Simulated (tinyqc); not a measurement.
Plane-wave Kohn-Sham cycle with exchange-only LDA in a layered model solid, step by step. One step of it, computed by the program tinyqc.

Question. Iteration 2: potential. V_H(G) = 4 pi rho(G)/G^2 for G != 0 (uniform background); v_x = -(3 rho/pi)^(1/3); V = V_ext + V_H + v_x; Fourier components f(G_m) = (1/N) sum_j f(x_j) exp(-i G_m x_j).

A solid whose potential varies along x alone (atomic units):
```
parameter                      value
period a                    4.400000
cross-section of the cell  33.000000
electrons per cell                 2
grid points                       16
plane waves -n..n, n               2
k points                           3
V1 in V1 cos(2 pi x/a)     -0.530000
```

density after iteration 1 (e/bohr^3): 0.01935361  0.01863274  0.01679129  0.01457002  0.01266499  0.01140529  0.01075073  0.01048836  0.01042520  0.01048836  0.01075073  0.01140529  0.01266499  0.01457002  0.01679129  0.01863274

Give: Potentials on the grid; V(G_m), m = 0, 1, 2, ....

Answer.

Potentials on the grid (hartree):
```
x       V_ext        V_H     v_x       V
0.000  -0.530      0.029  -0.264  -0.766
0.275  -0.490      0.026  -0.261  -0.725
0.550  -0.375      0.019  -0.252  -0.608
0.825  -0.203      0.009  -0.241  -0.434
1.100       0  -1.71e-03  -0.230  -0.231
1.375   0.203     -0.011  -0.222  -0.030
1.650   0.375     -0.019  -0.217   0.138
1.925   0.490     -0.024  -0.216   0.250
2.200   0.530     -0.025  -0.215   0.290
2.475   0.490     -0.024  -0.216   0.250
2.750   0.375     -0.019  -0.217   0.138
3.025   0.203     -0.011  -0.222  -0.030
3.300       0  -1.71e-03  -0.230  -0.231
3.575  -0.203      0.009  -0.241  -0.434
3.850  -0.375      0.019  -0.252  -0.608
4.125  -0.490      0.026  -0.261  -0.725
```

V(G_m), m = 0, 1, 2, ... (hartree): -0.235  -0.264  -0.002  0.000  0.000
